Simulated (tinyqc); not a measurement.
The same scatterer in wider strips: conductance of a narrow metal strip with scatterers (square lattice, Green functions).

A strip of W sites across with hard walls, site energy 0 and hopping -t. Mode n = 1 to W has profile chi_n(j) = sqrt(2/(W + 1)) sin(n j pi/(W + 1)) and energy en = -2t cos(n pi/(W + 1)); E = en - 2t cos(kn a). With z_n = exp(i kn a) (Im k > 0 for closed modes, |z| < 1) each lead gives the self-energy -t z_n in mode n. One column carries the site energies v, here a notch at the edge (a site raised out of reach). In the mode basis V_nm = sum_j chi_n(j) v_j chi_m(j), G = (E - en + 2 t z_n - V)^-1, and t_nm = 2t sqrt(sin(kn a) sin(km a)) G_nm in size for open modes. T = sum |t_nm|^2, conductance (2e^2/h) T.

Constants: e^2/h = 3.874045865e-05 S.

Values chosen for the exercise (hopping and spacing of the size met in Cu or Al; the lattice is a model; not measured data): t = 1.67 eV (hopping); a = 2.46 angstrom (spacing); E = 1.43 eV (Fermi energy); v = (50, 0, 0, 0, 0) eV (site energies in the scattering column).

Width (W + 1) a; the strength is the entry of v largest in size. The notch stays one site deep. Added resistance (1/T - 1/M)/(2 e^2/h), M the number of open modes.

Against width:

| W | width (angstrom) | M | T | T/M | added resistance (ohm) |
|---|---|---|---|---|---|
| 3 | 9.8 | 2 | 1.1934 | 0.5967 | 4361.5 |
| 4 | 12.3 | 3 | 2.0135 | 0.6712 | 2107.7 |
| 5 | 14.8 | 4 | 3.0006 | 0.7502 | 1074.6 |
| 6 | 17.2 | 4 | 3.2697 | 0.8174 | 720.7 |
| 8 | 22.1 | 6 | 5.0067 | 0.8345 | 426.7 |
| 10 | 27.1 | 7 | 6.0642 | 0.8663 | 284.5 |
| 14 | 36.9 | 10 | 9.0279 | 0.9028 | 139.0 |
| 20 | 51.7 | 14 | 13.0544 | 0.9325 | 66.8 |

How do the results move, and what explains it?

The added resistance is 4362 ohm at W = 3 and 66.8 at W = 20; from W = 10 to 20 it changes by a factor 0.23, where 1/M gives 0.50 and 1/M^2 gives 0.25. A point scatterer removes at most one unit of M (here 0.73 to 1.00), so its resistance is at most 1/(M (M - 1)) in units of h/2e^2, without bound for M = 1, with jumps where modes open or where the site sits near a node of the open modes; the largest value is at W = 3 (4362 ohm).

(tinyqc, `OMP_NUM_THREADS=1 python tinyqc.py 1482306 1482307 out.jsonl`, Intel(R) Xeon(R) Processor @ 2.30GHz, 1 thread, shared host, about 0.01 s.)
